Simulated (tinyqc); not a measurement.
Inputs raised by 2 %, one at a time: rapid thermal processing of a wafer: radiative balance, ramp and cooling, pattern effects, pyrometer error and spike budget. Computed by tinyqc, a small Python program. Command: `OMP_NUM_THREADS=1 python tinyqc.py 3112781 3112782 out.jsonl rtp sens`. One thread of a shared host (Intel(R) Xeon(R) Processor @ 2.30GHz), about 0.1 s of CPU time with the checks.

The wafer is opaque and uniform through its thickness unless said otherwise; temperatures in formulas are in kelvin (C + 273.15). sigma = 5.670374419e-12 W/(cm^2 K^4).

Inputs (values chosen for the exercise, modelled on a hot silicon wafer): wafer thickness d = 725 micrometre; heat capacity per volume C = 2.06 J/(cm^3 K); thermal conductivity k = 0.26 W/(cm K); emissivity eps of each face = 0.64; reflectivity of the chamber walls r = 0.65; gas heat-transfer coefficient h, both faces together = 4.6 mW/(cm^2 K); wall temperature T_w = 700 K; process temperature = 672 C; starting temperature = 450 C; ramp rate = 58 K/s; relative change of absorptivity over a pattern = 14 %; period of the pattern = 7.7 mm; pyrometer wavelength = 0.9 micrometre; error of the assumed emissivity = 10 %; activation energy of the process E_a = 2.7 eV.

Constants: k_B = 8.617333262e-05 eV/K; h = 6.62607015e-34 J s; c = 299792458 m/s; k_B = 1.380649e-23 J/K.

Method:
- Effective emissivity between parallel grey plates: eps_eff = 1/(1/eps + 1/(1 - r) - 1). Loss per area q(T) = 2 eps_eff sigma (T^4 - T_w^4) + h (T - T_w).
- Absorbed power during a ramp = q(T) + C d x ramp rate; thermal time constant tau = C d/(dq/dT), dq/dT = 8 eps_eff sigma T^3 + h; natural cooling rate q/(C d); front-to-back difference under one-sided heating at the end of the ramp = (absorbed power) d/(2 k).
- Cooling with the lamps off: C d dT/dt = -q(T), integrated adaptively (relative tolerance 1e-10).
- Spike anneal: linear ramp to the peak, then lamps off. Equivalent time at the peak = int exp(-(E_a/k_B)(1/T - 1/T_peak)) dt; estimate (k_B T^2/E_a)(1/ramp rate + 1/cooling rate). The ramp part uses 4000 trapezoid steps, the cooling part 4000 steps over 4 tau.
- Time within 50 K of the peak from the same curves.
- At steady state a sinusoidal change of absorbed power of relative amplitude a and period p gives the temperature amplitude a q/(dq/dT + k d (2 pi/p)^2); healing length l = sqrt(k d/(dq/dT)); process change = E_a dT/(k_B T^2). Emissivity is taken as unchanged.
- Signal proportional to eps/(exp(c2/(lambda T)) - 1), c2 = h c/k_B. If the assumed emissivity is too high by the given error, the reading T' solves (1 + error)/(exp(c2/(lambda T')) - 1) = 1/(exp(c2/(lambda T)) - 1). Wien estimate: T' - T = -lambda T^2 ln(1 + error)/c2. Process rates go as exp(-E_a/(k_B T)).

Runs; columns: (1) input moved; (2) from; (3) to; (4) holding power q (W/cm^2); (5) equivalent time, total (s); (6) amplitude (K); (7) reading less true temperature (K):
```
(1)                                                                  (2)     (3)     (4)     (5)      (6)      (7)
base run                                                               -       -  2.9779  2.0533  0.32803  -5.2960
wafer thickness d (micrometre)                                       725   739.5  2.9779  2.0851  0.32168  -5.2960
emissivity eps of each face                                         0.64  0.6528  2.9946  2.0446  0.32985  -5.2960
reflectivity of the chamber walls r                                 0.65   0.663  2.9201  2.0840  0.32175  -5.2960
gas heat-transfer coefficient h, both faces together (mW/(cm^2 K))   4.6   4.692  3.0004  2.0409  0.33049  -5.2960
ramp rate (K/s)                                                       58   59.16  2.9779  2.0442  0.32803  -5.2960
activation energy of the process E_a (eV)                            2.7   2.754  2.9779  2.0097  0.32803  -5.2960
pyrometer wavelength (micrometre)                                    0.9   0.918  2.9779  2.0533  0.32803  -5.4013
```

Exponents ln(y'/y) / ln(x'/x):
```
input                                                 holding power q  equivalent time, total  amplitude  reading less true temperature
wafer thickness d                                               0.000                   0.776     -0.988                          0.000
emissivity eps of each face                                     0.283                  -0.214      0.279                          0.000
reflectivity of the chamber walls r                            -0.989                   0.750     -0.975                          0.000
gas heat-transfer coefficient h, both faces together            0.381                  -0.306      0.377                          0.000
ramp rate                                                       0.000                  -0.224      0.000                          0.000
activation energy of the process E_a                            0.000                  -1.085      0.000                          0.000
pyrometer wavelength                                            0.000                   0.000      0.000                          0.994
```

Which inputs matter most for each result?

Among the inputs moved here: holding power q answers most in size to reflectivity of the chamber walls r (exponent -0.989), next to gas heat-transfer coefficient h, both faces together (+0.381); its exponent is below 0.0005 for wafer thickness d, ramp rate, activation energy of the process E_a, pyrometer wavelength. Equivalent time, total answers most in size to activation energy of the process E_a (exponent -1.085), next to wafer thickness d (+0.776); its exponent is below 0.0005 for pyrometer wavelength. Amplitude answers most in size to wafer thickness d (exponent -0.988), and about equally to reflectivity of the chamber walls r (-0.975); its exponent is below 0.0005 for ramp rate, activation energy of the process E_a, pyrometer wavelength. Reading less true temperature answers most in size to pyrometer wavelength (exponent +0.994); its exponent is below 0.0005 for wafer thickness d, emissivity eps of each face, reflectivity of the chamber walls r, gas heat-transfer coefficient h, both faces together, ramp rate, activation energy of the process E_a. Its exponent +0.994 in pyrometer wavelength: the Wien limit.
